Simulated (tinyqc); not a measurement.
# Transfer-length model of a contact: two studies

A metal contact of length d and width W on a thin layer of the same width. The metal has no resistance, the sheet resistance under it equals Rsh, and current enters the layer at the front edge x = 0.

Inputs (values chosen for the exercise):
```
symbol   value      unit                                      meaning
Rsh       4800    ohm/sq  sheet resistance of the semiconductor layer
rc      4.6e-6  ohm cm^2                 specific contact resistivity
d         0.74        um                               contact length
W           28        um                                contact width
```

Each table varies one quantity; the others keep the values above.

## Effect of the contact resistivity

Transfer length Lt = sqrt(rc/Rsh); front resistance Rc = (Rsh Lt/W) coth(d/Lt); end resistance Re = (Rsh Lt/W)/sinh(d/Lt).

Results:

| rc (ohm cm^2) | Lt (um) | d/Lt | Rc W (ohm um) |
|---|---|---|---|
| 8.5e-8 | 0.04208 | 17.59 | 202.0 |
| 2.3e-7 | 0.06922 | 10.69 | 332.3 |
| 6e-7 | 0.1118 | 6.619 | 536.7 |
| 1.6e-6 | 0.1826 | 4.053 | 876.9 |
| 1.1e-5 | 0.4787 | 1.546 | 2517 |
| 3e-5 | 0.7906 | 0.9360 | 5174 |
| 7.8e-5 | 1.275 | 0.5805 | 1.170e4 |
| 0.00021 | 2.092 | 0.3538 | 2.955e4 |

Estimate the missing row, rc = 4.2e-6 ohm cm^2.

Computed row:

| rc (ohm cm^2) | Lt (um) | d/Lt | Rc W (ohm um) |
|---|---|---|---|
| 4.2e-6 | 0.2958 | 2.502 | 1439 |

With this row back in the table: Rc W rises from 202 to 29600 ohm um, as rc^(0.50) between the first two rows (d/Lt = 18) and rc^(0.94) between the last two (d/Lt = 0.35); a long contact gives the power 1/2 and a short one 1.

## Effect of the contact length

Same model as above.

Effect of the contact length:

| d (um) | d/Lt | Rc W (ohm um) | rc/d (ohm um) | Re/Rc |
|---|---|---|---|---|
| 0.049 | 0.1583 | 9466 | 9388 | 0.9876 |
| 0.077 | 0.2487 | 6097 | 5974 | 0.9698 |
| 0.12 | 0.3876 | 4023 | 3833 | 0.9293 |
| 0.19 | 0.6138 | 2718 | 2421 | 0.8373 |
| 0.3 | 0.9691 | 1986 | 1533 | 0.6634 |
| 0.46 | 1.486 | 1646 | 1000 | 0.4305 |
| 0.72 | 2.326 | 1515 | 638.9 | 0.1936 |
| 1.1 | 3.553 | 1488 | 418.2 | 0.05721 |
| 1.8 | 5.815 | 1486 | 255.6 | 0.005968 |

What does the table show?

Rc W falls from 9470 to 1490 ohm um, as d^(-0.97) between the first two rows. It levels off at sqrt(rc Rsh) = 1490 ohm um and, among the rows, is within 5 % of that from d = 0.72 um on (Lt = 0.310 um): metal beyond two transfer lengths lowers Rc by less than 4 %.

Program tinyqc, `OMP_NUM_THREADS=1 python tinyqc.py 2760013 2760014 out.jsonl`; Intel Xeon 2.30GHz, shared host, one thread, about 0.01 s.
